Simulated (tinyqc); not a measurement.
Regular and subregular solution with a miscibility gap: one step, computed by the program tinyqc. Command: `OMP_NUM_THREADS=1 python tinyqc.py 3020155 3020156 out.jsonl regsol walk`. One thread of a shared host (Intel(R) Xeon(R) Processor @ 2.30GHz), about 0.02 s of CPU time with the checks.

Per mole of mixing sites: G(x) = x (1 - x) [L0 + L1 (1 - 2x)] + R T [x ln x + (1 - x) ln(1 - x)], x the fraction of B.

Problem. First Newton step for the common tangent. G' = L0 (1 - 2x) + L1 (1 - 6x + 6x^2) + R T ln[x/(1 - x)]; G'' = -2 L0 - 6 L1 (1 - 2x) + R T/[x (1 - x)]. Common tangent: F1 = G'(x1) - G'(x2) = 0 and F2 = [G - x G'](x1) - [G - x G'](x2) = 0. Newton step: J = [[G''(x1), -G''(x2)], [-x1 G''(x1), x2 G''(x2)]], J dx = -F; a step that would leave 0 < x < 1 is halved until it stays inside. The start is x1 = s0, x2 = 1 - s0.

Inputs (values chosen for the exercise, for a model alloy): asymmetry L1 = 1.1 kJ/mol; temperature T = 1160 K; start value s0 = 0.01.

L0 = 38.6 kJ/mol

Constants: R = 8.314462618 J/(mol K).

Give: F; J; new (x1, x2).

Solution.

F (kJ/mol): F1 -12.98, F2 7.53

J (kJ/mol):
```
       1       2
1  890.6  -903.5
2   -8.9   894.5
```

new (x1, x2): 0.0161  0.9816
